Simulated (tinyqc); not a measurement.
The basis set: RHF and MP2 along a ladder of basis sets, for H3+, spin multiplicity 1. Computed by the program tinyqc with PySCF. Same geometry throughout; the dipole is taken about the origin.

Geometry (angstrom):
```
atom,x,y,z
H,0.0000,0.0000,0.0000
H,0.0000,0.0000,0.8320
H,0.0000,0.0000,-0.8320
```

RHF and frozen-core MP2 in a ladder of bases:
```
basis,functions,E(RHF) (hartree),E(MP2 corr) (hartree),HOMO (eV),LUMO (eV),dipole (debye)
sto-3g,3,-1.205115,-0.019177,-29.7165,-8.7463,0.0000
3-21g,6,-1.216663,-0.023645,-29.5372,-9.5430,0.0000
6-31g,6,-1.219468,-0.023908,-29.5726,-9.5974,0.0000
6-31g**,15,-1.223323,-0.033892,-29.5663,-9.6041,0.0000
cc-pvdz,15,-1.222160,-0.033752,-29.5125,-9.5865,0.0000
aug-cc-pvdz,27,-1.222307,-0.034434,-29.5132,-9.5974,0.0000
cc-pvtz,42,-1.226604,-0.038387,-29.5511,-9.6042,0.0000
```

What does the comparison show, and why?

From cc-pVDZ to cc-pVTZ the RHF energy falls by 4.4 mhartree and the correlation energy by 4.6. If valence correlation converges as X^-3, (27 E(T) - 8 E(D))/19 gives -0.0403 hartree, a rough estimate from such small X that usually falls short; STO-3G holds about 48 % of it. Beyond STO-3G the LUMO moves by 0.1 eV and the HOMO by 0.1 eV.
